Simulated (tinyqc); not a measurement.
Swing curve: thickness of the top film: thin-film optics by transfer matrices.

Indices N = n + i k. Snell: N0 sin(theta) = N_j sin(theta_j), with Im(N_j cos theta_j) >= 0. Admittance y_j = N_j cos theta_j for s and N_j/cos theta_j for p. Phase delta_j = 2 pi N_j cos theta_j d_j/lambda. Layer matrix [[cos delta, -i sin delta/y], [-i y sin delta, cos delta]], multiplied from the top down to M. (B, C) = M (1, y_sub); r = (y0 B - C)/(y0 B + C), R = |r|^2, T = 4 Re y0 Re y_sub/|y0 B + C|^2, absorbed in the films 1 - R - T.

Values chosen for the exercise (indices near those of resist, ARC, SiO2 on polySi; not measured data): lam = 365 nm (vacuum wavelength); n0 = 1 (ambient index); n = (1.699, 1.77, 1.469, 4.855) (n of resist, ARC, SiO2, substrate); k = (0.026, 0.29, 0, 2.619) (k in the same order); d = (210, 71.5, 3.4) nm (thicknesses, top first); theta = 30 degrees (angle of incidence); pol = p (polarisation).

The first entry of d takes the values listed.

Stack:

| d_1 (nm) | R | T | absorbed |
|---|---|---|---|
| 210.0 | 0.0220 | 0.2517 | 0.7263 |
| 228.7 | 0.0761 | 0.2333 | 0.6907 |
| 247.5 | 0.1126 | 0.2206 | 0.6668 |
| 266.2 | 0.1007 | 0.2203 | 0.6790 |
| 284.9 | 0.0509 | 0.2286 | 0.7206 |
| 303.7 | 0.0099 | 0.2335 | 0.7566 |
| 322.4 | 0.0226 | 0.2256 | 0.7518 |
| 341.1 | 0.0714 | 0.2103 | 0.7183 |
| 359.9 | 0.1046 | 0.1996 | 0.6957 |
| 378.6 | 0.0938 | 0.1991 | 0.7071 |
| 397.3 | 0.0487 | 0.2054 | 0.7459 |
| 416.1 | 0.0120 | 0.2090 | 0.7789 |
| 434.8 | 0.0235 | 0.2023 | 0.7742 |

R swings between 0.0099 and 0.1126 on these points. The period is lambda/(2 Re(N_1 cos theta_1)) = 112.4 nm, six rows. The swing shrinks from 0.1027 in the first period to 0.0926 in the second, as the film absorbs the wave that returns from below. The swing ratio (max - min)/mean is 1.78.

tinyqc: `OMP_NUM_THREADS=1 python tinyqc.py 1680697 1680698 out.jsonl`; about 0.01 s, one thread, shared Intel(R) Xeon(R) Processor @ 2.30GHz.
